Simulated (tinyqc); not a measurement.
Doping from the ideality factor.

Question. For thermionic-field emission over a Schottky barrier the ideality factor is n = u coth(u) with u = E00/Vt and E00 = (hbar/2) sqrt(Nd/(me m0 eps0 eps_r)) in SI units (volts). Find u, E00 and Nd.

Inputs (values chosen for the exercise); band and dielectric values close to those of cadmium telluride: temperature T = 350 K; electron mass me = 0.101 m0; relative permittivity eps_r = 10.

Constants: q = 1.602176634e-19 C, kB = 1.380649e-23 J/K, eps0 = 8.8541878128e-12 F/m, hbar = 1.054571817e-34 J s, m0 = 9.1093837015e-31 kg, Vt = kB T/q. Results are converted to the units shown.

n = 1.0507577

Answer. u coth(u) rises steadily from 1, so n fixes u; the definition of E00 then gives Nd.

u = 0.392
E00 = 11.8 meV
Nd = 4.10e17 cm^-3

Computed by the program tinyqc: `OMP_NUM_THREADS=1 python tinyqc.py 2640034 2640035 out.jsonl`, one thread of a shared Intel Xeon 2.30GHz, about 0.03 s for the whole run.
